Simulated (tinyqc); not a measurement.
From screening to the Mott criterion: hydrogenic impurity: series, fields, screening, photoionisation and donor-acceptor pairs. Computed by tinyqc, a small Python program. Command: `OMP_NUM_THREADS=1 python tinyqc.py 3002213 3002214 out.jsonl hydrogenic walk`. One thread of a shared host (Intel(R) Xeon(R) Processor @ 2.30GHz), about 0.01 s of CPU time with the checks.

One isotropic, parabolic band. Effective units: Ry* and a*, in which H = -nabla^2 - 2/r.

Inputs (values chosen for the exercise, modelled on GaAs): electron mass m = 0.0694 m_0; dielectric constant eps = 12.6; donor density N = 2.8e+16 cm^-3.

Parts treated: screening and pairs.

Constants: Ry = 13.605693123 eV; a_0 = 0.529177210903 angstrom; h x 1 THz = 4.135667696 meV.

Method:
- Ry* = Ry m/eps^2, a* = a_0 eps/m; level n is bound by Ry*/n^2; <r> = (3/2) a* in 1s; lines 1s -> np at Ry* (1 - 1/n^2); 1 THz = 4.135667696 meV.
- Thomas-Fermi screening by N free electrons of one valley, taken as a degenerate gas (the hypothesis that all donors are ionised): q a* = sqrt(4 k_F a*/pi), k_F = (3 pi^2 N)^(1/3).
- Screened potential -(2/r) exp(-q r). Basis exp(-zeta r), zeta_k = 0.02 x 1.6^k, k = 0..23: S = 2/s^3, T = zeta_i zeta_j S, V = -2/(s + q)^2 with s = zeta_i + zeta_j; overlap eigenvalues below 1e-11 are dropped.
- First order: 1 - 2 q a*. One exponent: the maximum over zeta of 8 zeta^3/(2 zeta + q)^2 - zeta^2 (golden section on 0.01 to 1.2).

a* = 96.0754 angstrom

Binding (Ry*):
```
N^(1/3) a*   N (cm^-3)    q a*  first order  one exponent    basis
0.0058      2.2001e+11  0.1511       0.6977       0.72902  0.72908
0.0180      6.5763e+12  0.2663       0.4675       0.55919  0.55962
0.0440      9.6055e+13  0.4163       0.1674       0.37735  0.37917
0.0880      7.6844e+14  0.5888      -0.1775       0.21567  0.22093
0.1500      3.8057e+15  0.7687      -0.5373       0.09371  0.10492
0.2200      1.2007e+16  0.9309      -0.8618       0.02064  0.03863
0.2900      2.7502e+16  1.0688      -1.1376       0.00000  0.00831
```

What follows from these numbers?

The binding falls from 0.729 to 0.008 Ry*. First order, a constant shift of the potential, overshoots and turns negative from q a* = 0.5. One exponent loses the state at q a* = 1 (N^(1/3) a* = 0.254, the classic form of the Mott criterion); the full basis keeps it to 1.19. The dilute rows are formal, since there the electrons are bound or non-degenerate.

Extremes, crossings and ranges named in words are read from the listed rows.
